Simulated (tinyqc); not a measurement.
Random telegraph noise from one oxide trap in a small MOSFET: one step of the calculation.

An acceptor-like trap exchanges electrons with the channel. Inversion charge Q = Cox u, u = n Vt W0(exp((Vg - VT)/(n Vt))), W0 the Lambert function, n = nf, Cox = eps0 eox/tox; linear regime Id = (W/L) mu Q Vd. Relative to threshold the surface potential rises by Vt ln(u/u0) and the oxide voltage by the rest of Vg - VT, with u0 = n Vt W0(1).

Task. Trap level, time constants and occupancy. N = Cox u/q; dpsi = Vt ln(u/u0); E = E0 - dpsi - (xt/tox)(Vg - VT - dpsi); capture time tc = 1/[(N/zi) vth s0 exp(-xt/lt - EB/Vt)]; emission time te = tc exp(-E/Vt); occupancy te/(tc + te).

Values chosen for this exercise; values of the order met in silicon transistors:
- T = 300 K (temperature)
- eox = 25.2 (relative permittivity of the gate insulator (close to zirconium oxide))
- tox = 8.4 nm (insulator thickness)
- xt = 2.4 nm (depth of the trap from the channel interface)
- E0 = 0.22 eV (trap level above the channel Fermi level at threshold)
- s0 = 2e-15 cm^2 (capture prefactor)
- EB = 0.39 eV (capture barrier (lattice relaxation))
- lt = 0.15 nm (tunnelling decay length)
- vth = 2.1e7 cm/s (thermal velocity)
- zi = 2 nm (thickness of the inversion layer)
- VT = 0.48 V (threshold voltage)
- nf = 1.13 (body factor)
- Vg = 0.99 V (gate voltage)

Constants: q = 1.602176634e-19 C, kB = 1.380649e-23 J/K, Vt = kB T/q, eps0 = 8.8541878128e-14 F/cm where lengths are in cm. Results are converted to the units shown.

Wanted: u; N; dpsi; E; tc; te; occupancy.

Result.

u = 0.43135 V
N = 7.1514e12 cm^-2
dpsi = 0.084263 V
E = 0.014098 eV
tc = 21.077 s
te = 12.218 s
occupancy = 0.36695

The trap lies 0.55 Vt above the Fermi level, so it is empty most of the time.

Range of the model: VT is taken as given; short-channel effects and the uneven flow of current among few electrons are left out.

Program tinyqc, `OMP_NUM_THREADS=1 python tinyqc.py 2710089 2710090 out.jsonl`; Intel Xeon 2.30GHz, shared host, one thread, about 0.01 s.
